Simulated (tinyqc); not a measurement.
## Field length and prefactor from two substrate currents

Inverse problem. For Em = (Vd - Vdsat)/l, Isub/Id = (Ai/Bi)(Vd - Vdsat) exp(-Bi l/(Vd - Vdsat)), and l = sqrt(3 tox xj). Find l, Ai and xj.

Inputs (values chosen for the exercise):
- tox = 8.5 nm (oxide thickness)
- Bi = 1.75 MV/cm (ionisation field)

Isub/Id at Vd - Vdsat = 2.1 and 2.8 V: [0.0397118295, 0.147632328]

Answer. ln[Isub/(Id (Vd - Vdsat))] is linear in 1/(Vd - Vdsat) with slope -Bi l.

l = 49.2 nm
Ai = 2.00e6 1/cm
xj = 95.0 nm

Computed by the program tinyqc: `OMP_NUM_THREADS=1 python tinyqc.py 2550118 2550119 out.jsonl`, one thread of a shared Intel Xeon 2.30GHz, about 0.01 s for the whole run.
